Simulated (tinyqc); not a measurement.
Worked calculation: type-II superlattice in the two-band Kane model. Values are carried at full precision from step to step, so a last printed digit may differ when a step is redone from the rounded ones.

Motion along the axis, period d = a + b, c = hbar^2/2m0. Conduction and light-hole bands couple: (E - Ec)(E - Ev) = Ep c k^2 in each layer, with mass m(E) = (E - Ev)/Ep, which may be negative. The conduction envelope psi and psi'/m(E) are continuous; a layer carries them by [[cos kt, (m/k) sin kt], [-(k/m) sin kt, cos kt]] (cosh and sinh for k^2 < 0), and cos(q d) = tr(M_B M_A)/2. C1 is the first miniband above EvB, with its bottom at tr/2 = +1 and its top at -1; the gap is the bottom of C1 less the top heavy-hole level HH1.

Constants: hbar^2/2m0 = 3.80998211 eV angstrom^2; hc = 1239.841984 eV nm.

Parameters, chosen for this exercise (near those of an InAs/GaSb superlattice; shifted at random, so the results belong to these values and not to a real crystal): a = 39 angstrom (layer A); b = 49 angstrom (layer B); EcA = 0 eV (conduction edge of A); EvA = -0.423 eV (valence edge of A); EcB = 0.969 eV (conduction edge of B); EvB = 0.166 eV (valence edge of B); EpA = 14.3 eV (coupling energy in A); EpB = 18.3 eV (coupling energy in B); E = 0.351 eV (trial energy); mhA = 0.35 m0 (heavy hole in A); mhB = 0.28 m0 (heavy hole in B).

## Wave numbers and masses at one energy

Give k^2 and m(E) in both layers.

Layers:
```
layer  k^2 (1/angstrom^2)  m(E) (m0)
A               0.0049864    0.05413
B              -0.0016398    0.01011
```

In B the decay constant is 0.0405 1/angstrom; across the gap of B it peaks at mid-gap, at 0.0481, and vanishes at both edges.

## Transfer matrices

Form M_A, M_B and half the trace of their product.

M_A (angstrom units):
```
[[-0.92581, 0.28973],
 [-0.49314, -0.92581]]
```

M_B (angstrom units):
```
[[3.7054, 0.89073],
 [14.292, 3.7054]]
```

tr/2 = -1.5798

E lies in a gap of the coupled bands.

## Edges and effective gap

Heavy holes are uncoupled: with e = EvB - E, p = sqrt(mhB e/c), w = sqrt(mhA (EvB - EvA - e)/c), the top level HH1 at q = 0 solves (p/mhB) tan(p b/2) = (w/mhA) tanh(w a/2).

C1 is the first miniband above EvB: bottom at tr/2 = +1, top at -1. The gap is its bottom less HH1; cut-off wavelength hc/gap.

bottom of C1 = 0.2985 eV
top of C1 = 0.3392 eV
HH1 = 0.1285 eV
gap = 0.1700 eV
cut-off = 7.29 micrometre

The bulk edges overlap by 166 meV; confinement lifts the electrons by 298 meV and lowers the holes by 38 meV, which opens the gap. It is 0.40 of the smaller bulk gap.

## Electron mass along the axis

m_z = -2 c f'/d^2 with f = tr/2 differentiated at the bottom of C1 (central difference of 1e-6 eV); compare the bulk edge mass (EcA - EvA)/EpA.

f' = -47.51 1/eV
m_z = 0.0468 m0
bulk edge mass of A = 0.0296 m0

## Checks

- Bottom of C1 from the two-band matrix on a staggered grid of 0.5 angstrom against the transfer matrix, eV: both 0.298.

Computed by tinyqc, a small Python program: `OMP_NUM_THREADS=1 python tinyqc.py 1250382 1250383 out.jsonl` (the numbers bound the seed that draws the inputs); one thread of a shared host (Intel(R) Xeon(R) Processor @ 2.30GHz), about 0.04 s for the whole set of steps.
